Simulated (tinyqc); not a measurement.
# Worked calculation: surface potential of a MOS transistor: implicit equation and explicit approximations

tinyqc, about 0.01 s, one thread, Intel Xeon 2.30GHz (shared host): `OMP_NUM_THREADS=1 python tinyqc.py 2122062 2122063 out.jsonl` Printed values are rounded.

p-type body, charge-sheet picture, depletion and inversion only, full ionisation (an idealisation for deep acceptors), Boltzmann statistics (rough once Na exp(x - xn) passes about Nc/7). In units of Vt: xg = (Vg - Vfb)/Vt, x = psi/Vt, G = gamma/sqrt(Vt), xn = (2 phiF + Vc)/Vt. The implicit equation is (xg - x)^2 = G^2 [x - 1 + exp(x - xn)] for x above about 3. Cox = eps0 eox/tox.

Values chosen for this exercise; band and dielectric values close to those of silicon:
- T = 400 K (temperature)
- Eg = 1.11 eV (band gap)
- eps_r = 11.7 (relative permittivity)
- Nc = 4.37e19 cm^-3 (conduction-band density of states at T)
- Nv = 4.11e19 cm^-3 (valence-band density of states at T)
- eox = 3.9 (relative permittivity of the gate insulator (close to silicon dioxide))
- tox = 2 nm (insulator thickness)
- Na = 4.1e16 cm^-3 (acceptor density)
- Vfb = -0.68 V (flat-band voltage)
- Vc = 0.2 V (channel-body voltage)
- Vg = 0.05 V (gate-body voltage)

Constants: q = 1.602176634e-19 C, kB = 1.380649e-23 J/K, Vt = kB T/q, eps0 = 8.8541878128e-14 F/cm where lengths are in cm. Results are converted to the units shown.

## Scales

ni = sqrt(Nc Nv) exp(-Eg/(2 Vt)), Eg in volts; phiF = Vt ln(Na/ni); gamma = sqrt(2 q eps0 eps_r Na)/Cox; VT = Vfb + Vt (xn + G sqrt(xn - 1)).

phiF = 0.315753 V
gamma = 0.0675688 V^0.5
G = 0.363940
xn = 24.1231
VT = 0.211830 V
xg = 21.1782

## Explicit approximation

Depletion value a = 1 + [sqrt(G^2/4 + xg - 1) - G/2]^2; inversion value b = xn + ln[(xg - xn)^2/G^2 - xn + 1] and first guess y = min(a, b) - ln(1 + exp(-|a - b|)) if a > xn + 1, else b = y = a; one second-order correction with D = exp(y - xn), p = 2 (xg - y) + G^2 (1 + D), w = (xg - y)^2 - G^2 (y - 1 + D): z = y + 2 w/(p + sqrt(p^2 - 2 (2 - G^2 D) w)), or the Newton step z = y + w/p where the root is not real.

a = 19.6083
b = 19.6083
y = 19.6083
p = 3.27378
w = -0.00144984
z = 19.6079

The root of the implicit equation is x = 19.6079; y misses it by 4.4e-4 and z by -7.1e-15, in units of Vt.

## Starting value

x = y rounded to two decimals.

x at the start = 19.61

## Iteration 1: new x

D = exp(x - xn), f = (xg - x)^2 - G^2 (x - 1 + D), f' = -2 (xg - x) - G^2 (1 + D), x(new) = x - f/f'.

D = 0.0109647
f = -0.00699413
f' = -3.27040
x after iteration 1 = 19.6079

## Iteration 2: new x

As before.

D = 0.0109413
f = 4.57037e-6
f' = -3.27467
x after iteration 2 = 19.6079

## Course of the iteration

Stop when the step is below 1e-11, or after 60 iterations.

Course of the iteration:
```
iteration  x before the step      step
1                      19.61  -2.14e-3
2                    19.6079   1.40e-6
3                    19.6079  5.93e-13
```

Converged in 3 iterations.

## Potential, charges and gate control

converged x = 19.6079

psi = Vt x; N_dep = Cox Vt G sqrt(x - 1)/q; N_inv = (Cox Vt G/q) [sqrt(x - 1 + exp(x - xn)) - sqrt(x - 1)]; dpsi/dVg = 1/[1 + G^2 (1 + exp(x - xn))/(2 (xg - x))].

psi = 0.675870 V
N_dep = 5.83155e11 cm^-2
N_inv = 1.7142e8 cm^-2
dpsi/dVg = 0.959110

psi lies 4.5 Vt below 2 phiF + Vc.
